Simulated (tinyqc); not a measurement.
ROHF in the sto-6g basis, for H4+, spin multiplicity 2, step by step. One step of it, computed by the program tinyqc.

Task: Iteration 2: Roothaan effective Fock matrix. With projectors Pc = D(beta) S, Po = (D(alpha) - D(beta)) S, Pv = 1 - D(alpha) S, the block xy is Px^T F Py; with Fc = (F(alpha) + F(beta))/2, the blocks are Fc for cc, oo, vv and cv, F(beta) for co and F(alpha) for ov.

F(alpha) (hartree):
```
           1H 1s      2H 1s      3H 1s      4H 1s
1H 1s  -0.519343  -0.380556  -0.076724  -0.045513
2H 1s  -0.380556  -0.519343  -0.045513  -0.076724
3H 1s  -0.076724  -0.045513  -0.519343  -0.380556
4H 1s  -0.045513  -0.076724  -0.380556  -0.519343
```

F(beta) (hartree):
```
           1H 1s      2H 1s      3H 1s      4H 1s
1H 1s  -0.308466  -0.261601  -0.131200  -0.095633
2H 1s  -0.261601  -0.308466  -0.095633  -0.131200
3H 1s  -0.131200  -0.095633  -0.308466  -0.261601
4H 1s  -0.095633  -0.131200  -0.261601  -0.308466
```

D(alpha) after iteration 1:
```
           1H 1s      2H 1s      3H 1s      4H 1s
1H 1s   0.407600   0.407600  -0.035034  -0.035034
2H 1s   0.407600   0.407600  -0.035034  -0.035034
3H 1s  -0.035034  -0.035034   0.407600   0.407600
4H 1s  -0.035034  -0.035034   0.407600   0.407600
```

D(beta) after iteration 1:
```
          1H 1s     2H 1s     3H 1s     4H 1s
1H 1s  0.186283  0.186283  0.186283  0.186283
2H 1s  0.186283  0.186283  0.186283  0.186283
3H 1s  0.186283  0.186283  0.186283  0.186283
4H 1s  0.186283  0.186283  0.186283  0.186283
```

overlap S:
```
          1H 1s     2H 1s     3H 1s     4H 1s
1H 1s  1.000000  0.235824  0.073836  0.032384
2H 1s  0.235824  1.000000  0.032384  0.073836
3H 1s  0.073836  0.032384  1.000000  0.235824
4H 1s  0.032384  0.073836  0.235824  1.000000
```

Give: effective F.

Result:

effective F (hartree):
```
         1H 1s    2H 1s    3H 1s    4H 1s
1H 1s  -0.4139  -0.3211  -0.1040  -0.0706
2H 1s  -0.3211  -0.4139  -0.0706  -0.1040
3H 1s  -0.1040  -0.0706  -0.4139  -0.3211
4H 1s  -0.0706  -0.1040  -0.3211  -0.4139
```
